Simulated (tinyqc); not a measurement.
G0W0 on RHF in the 6-31g basis, for H2, spin multiplicity 1, step by step. One step of it, computed by the program tinyqc.

Task: G0W0 on Hartree-Fock: HOMO. W(p,q,m) = sqrt2 sum_ia (pq|ia) (X+Y)_ia,m; Sigma_c(x) = sum_(i,m) W^2/(x - e_i + w_m) + sum_(a,m) W^2/(x - e_a - w_m); solve x = e_p + Sigma_c(x) by Newton steps; Z = 1/(1 - dSigma/dx); 1 hartree = 27.211386 eV.

orbital energies (hartree): MO1 -0.617675, MO2 0.256615, MO3 0.742242, MO4 1.504953

Two-electron integrals over orbitals (pq|rs), unique and non-zero (hartree):
```
(11|11) 0.677204    (21|21) 0.072476    (22|11) 0.431176    (22|22) 0.382385
(31|11) 0.176267    (31|22) 0.045027    (31|31) 0.112667    (32|21) -0.024731
(32|32) 0.038176    (33|11) 0.539175    (33|22) 0.376841    (33|31) 0.119083
(33|33) 0.461035    (41|21) -0.077521   (41|32) -0.014011   (41|41) 0.144927
(42|11) -0.143241   (42|22) -0.050263   (42|31) -0.069613   (42|33) -0.092276
(42|42) 0.062590    (43|21) -0.073190   (43|32) 0.003706    (43|41) 0.120106
(43|43) 0.114715    (44|11) 0.692317    (44|22) 0.439760    (44|31) 0.209120
(44|33) 0.556919    (44|42) -0.166560   (44|44) 0.772906
```

excitation energies w (hartree): 0.990112  1.569154  2.402827

X + Y:
```
            1         2          3
1>2  0.936007  0.000000  -0.053369
1>3  0.000000  0.930944   0.000000
1>4  0.129543  0.000000   0.936201
```

Give: The 12 largest terms at x = e_p; Newton steps; quasiparticle energy of the HOMO; Hartree-Fock value.

Result:

The 12 largest terms at x = e_p (hartree; W for the signs of X + Y given):

| q | m | W | term |
|---|---|---|---|
| 1 | 2 | 0.2321 | 0.0343 |
| 4 | 3 | 0.1977 | -0.0086 |
| 3 | 2 | 0.1483 | -0.0075 |
| 2 | 1 | 0.0817 | -0.0036 |
| 2 | 3 | -0.1081 | -0.0036 |
| 4 | 1 | -0.0761 | -0.0019 |

Newton steps (hartree):

| step | x | Sigma_c(x) | Z |
|---|---|---|---|
| 0 | -0.6177 | 0.0092 | 0.9709 |
| 1 | -0.6088 | 0.0089 | 0.9711 |
| 2 | -0.6088 | 0.0089 | 0.9711 |

quasiparticle energy of the HOMO = -16.5657 eV

Hartree-Fock value = -16.8078 eV
